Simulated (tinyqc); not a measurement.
Donors with valley-orbit split 1s states: one step. Partition sums of the neutral donor. Five cases, with inputs chosen for the exercise.

Problem. Give each term g exp(E/kT), W_s, and the effective degeneracy W_s exp(-E_ground/kT).

Each donor binds at most one electron, in any of its states. For a site s, W_s = sum over its states of g exp(E/kT), and the ionised share is 1/(1 + W_s exp(eta)), eta = (EF - Ec)/kT; n = Nc F_1/2(eta); neutrality n + NA = ND x (mean ionised share); holes are neglected. Nc from N = 2 (m kB T/(4 pi c))^(3/2) with c = hbar^2/2m0, in 1/angstrom^3; times 1e24 for 1/cm^3, m = md. F_j(eta) = (1/Gamma(j + 1)) integral_0^infinity x^j dx/(1 + exp(x - eta)), which tends to exp(eta) for eta << 0.

Constants: hbar^2/2m0 = 3.80998211 eV angstrom^2; kB = 8.617333262e-05 eV/K.

Give: Nc; terms; W_s; effective degeneracy.

Case 1.

Values chosen (near those of P in Si; not measured data): md = 1.041 m0 (density-of-states mass of the conduction band); E = (44.1, 32.5, 31.3) meV (binding energies of 1s(A1), 1s(T2), 1s(E)); g = (2, 6, 4) (their degeneracies with spin); T = 250 K.

Solution.

Nc = 2.0276e+19 1/cm^3

terms: 1s(A1) 15.49, 1s(T2) 27.12, 1s(E) 17.10

W_s: donor 59.714

effective degeneracy: donor 7.710

The ground state alone would give 2 and all states together 12; here the excited states hold 74 % of the bound electrons.

Case 2.

Values chosen (near those of Sb in Si; not measured data): md = 1.086 m0 (density-of-states mass of the conduction band); E = (41.6, 32.1, 29.2) meV (binding energies of 1s(A1), 1s(T2), 1s(E)); g = (2, 6, 4) (their degeneracies with spin); T = 400 K.

Solution.

Nc = 4.3725e+19 1/cm^3

terms: 1s(A1) 6.686, 1s(T2) 15.23, 1s(E) 9.332

W_s: donor 31.244

effective degeneracy: donor 9.346

The ground state alone would give 2 and all states together 12; here the excited states hold 79 % of the bound electrons.

Case 3.

Values chosen (near those of As in Si; not measured data): md = 1.087 m0 (density-of-states mass of the conduction band); E = (53.2, 31.6, 30.2) meV (binding energies of 1s(A1), 1s(T2), 1s(E)); g = (2, 6, 4) (their degeneracies with spin); T = 250 K.

Solution.

Nc = 2.1634e+19 1/cm^3

terms: 1s(A1) 23.63, 1s(T2) 26.01, 1s(E) 16.25

W_s: donor 65.894

effective degeneracy: donor 5.577

The ground state alone would give 2 and all states together 12; here the excited states hold 64 % of the bound electrons.

Case 4.

Values chosen (near those of As in Si; not measured data): md = 1.081 m0 (density-of-states mass of the conduction band); E = (54, 32.7, 31.6) meV (binding energies of 1s(A1), 1s(T2), 1s(E)); g = (2, 6, 4) (their degeneracies with spin); T = 500 K.

Solution.

Nc = 6.0685e+19 1/cm^3

terms: 1s(A1) 7.004, 1s(T2) 12.82, 1s(E) 8.329

W_s: donor 28.148

effective degeneracy: donor 8.038

The ground state alone would give 2 and all states together 12; here the excited states hold 75 % of the bound electrons.

Case 5.

Values chosen (near those of Sb in Si; not measured data): md = 1.077 m0 (density-of-states mass of the conduction band); E = (42.1, 32.6, 29.9) meV (binding energies of 1s(A1), 1s(T2), 1s(E)); g = (2, 6, 4) (their degeneracies with spin); T = 225 K.

Solution.

Nc = 1.8217e+19 1/cm^3

terms: 1s(A1) 17.54, 1s(T2) 32.24, 1s(E) 18.70

W_s: donor 68.475

effective degeneracy: donor 7.808

The ground state alone would give 2 and all states together 12; here the excited states hold 74 % of the bound electrons.

Computed by tinyqc, one run a case: `OMP_NUM_THREADS=1 python tinyqc.py N N+1 out.jsonl` with N = 1650265, 1650287, 1650390, 1651093, 1651125; one thread of a shared Intel(R) Xeon(R) Processor @ 2.30GHz, about 0.03 s a run at most.
